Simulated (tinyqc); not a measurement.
# Planar ballistic transistor, top-of-the-barrier model: what changes with what

At the top of the source barrier, states moving towards the drain are filled by the source (Fermi level 0) and states moving back by the drain (Fermi level -q Vd); nothing scatters. U is the shift of the band edge there, set by the capacitances CG, CD and CS (the total) and by the charge. Parabolic two-dimensional band; the source is grounded.

Parameters, values chosen for the exercise; mass and valleys close to those of indium arsenide: temperature T = 77 K; effective mass m = 0.031 m0; valley degeneracy gv = 1; relative permittivity of the gate insulator eox = 3.9; insulator thickness tox = 2.4 nm; gate control CG/CS aG = 0.76; drain control CD/CS aD = 0.1; band edge at the barrier top above the source Fermi level at zero bias E0 = 0.3 eV.

Constants: q = 1.602176634e-19 C, kB = 1.380649e-23 J/K, hbar = 1.054571817e-34 J s, m0 = 9.1093837015e-31 kg, Vt = kB T/q, eps0 = 8.8541878128e-14 F/cm where lengths are in cm. Results are converted to the units shown.

Each table varies one quantity; the others keep the values above.

## Effect of the effective mass

N0 = gv m kB T/(pi hbar^2), CG = eps0 eox/tox, vT = sqrt(2 kB T/(pi m)), CS = CG/aG, n0 = n at U = 0 and Vd = 0. eta1 = -(E0 + U)/Vt, eta2 = eta1 - Vd/Vt, n = (N0/2)[F_0(eta1) + F_0(eta2)], F_0(x) = ln(1 + exp x). U = UL + q (n - n0)/CS with UL = -(aG Vg + aD Vd), energies in eV. I = q (N0/2) vT [F_(1/2)(eta1) - F_(1/2)(eta2)] per width, F_(1/2)(x) = (2/sqrt(pi)) int_0^infinity u^(1/2)/(1 + exp(u - x)) du. CQ = (q/Vt) dn/d(eta1). E0 is held fixed.

In this table Vg = 0.6 V, Vd = 0.6 V.

Results:
```
m (m0)   eta1  n (cm^-2)  I (uA/um)  mean velocity I/(q n) (cm/s)   CQ/CS
0.02    24.05   6.666e11      761.1                       7.126e7  0.3535
0.032   20.79   9.221e11      774.4                       5.242e7  0.5656
0.05    17.28   1.197e12      734.3                       3.828e7  0.8838
0.13    9.871   1.778e12      515.6                       1.810e7   2.298
0.2     7.177   1.990e12      401.1                       1.258e7   3.533
0.32    4.884   2.169e12      293.0                       8.431e6   5.614
0.5     3.276   2.295e12      214.5                       5.832e6   8.516
0.8     2.035   2.393e12      155.7                       4.061e6   12.51
```

Estimate the missing row, m = 0.08 m0.

Computed row:
```
m (m0)   eta1  n (cm^-2)  I (uA/um)  mean velocity I/(q n) (cm/s)  CQ/CS
0.08    13.48   1.495e12      642.0                       2.680e7  1.414
```

With this row back in the table: As m goes from 0.02 to 0.8 m0, n rises from 6.67e11 to 2.39e12 cm^-2, the mean velocity falls from 7.13e7 to 4.06e6 cm/s and the current goes from 761 through a maximum of 774 (at m = 0.032 m0 among the rows listed) to 156 uA/um. CQ/CS goes from 0.35 to 13. A light mass gives fast carriers but too few states, a heavy one charge but slow carriers, hence the maximum between.

## Output curve

Same model as above.

CQ = (q/Vt) dn/d(eta1).

In this table Vg = 0.6 V.

Output curve:
```
Vd (V)   eta1  n (cm^-2)  I (uA/um)  mean velocity I/(q n) (cm/s)   CQ/CS
0.01    11.68   9.391e11      59.68                       3.966e6   1.096
0.025   12.38   9.021e11      146.0                       1.010e7   1.096
0.05    13.55   8.403e11      280.1                       2.080e7   1.095
0.1     15.77   7.250e11      490.8                       4.226e7  0.9141
0.15    16.65   7.153e11      546.9                       4.772e7  0.5494
0.2     17.14   7.362e11      571.0                       4.841e7  0.5480
0.3     18.11   7.780e11      620.1                       4.974e7  0.5480
0.4     19.08   8.198e11      670.5                       5.105e7  0.5480
0.6     21.03   9.035e11      775.2                       5.355e7  0.5480
0.8     22.98   9.871e11      884.9                       5.595e7  0.5480
```

The current rises from 59.7 to 885 uA/um; n goes from 9.39e11 through a minimum of 7.15e11 (at Vd = 0.15 V among the rows listed) to 9.87e11 cm^-2 and eta1 rises from 11.7 to 23.0. The resistance in the first row is 168 ohm um, though nothing scatters in the channel. The current passes 90 % of its last value at Vd = 0.8 V among the rows, where eta2 = -98; returning states are gone from Vd = 0.2 V on (eta2 < -7), and from there the drain control aD lifts eta1 from 17.1 to 23.0.

Numbers from tinyqc (`OMP_NUM_THREADS=1 python tinyqc.py 2400110 2400111 out.jsonl`; about 0.02 s on one thread of a shared Intel Xeon 2.30GHz).
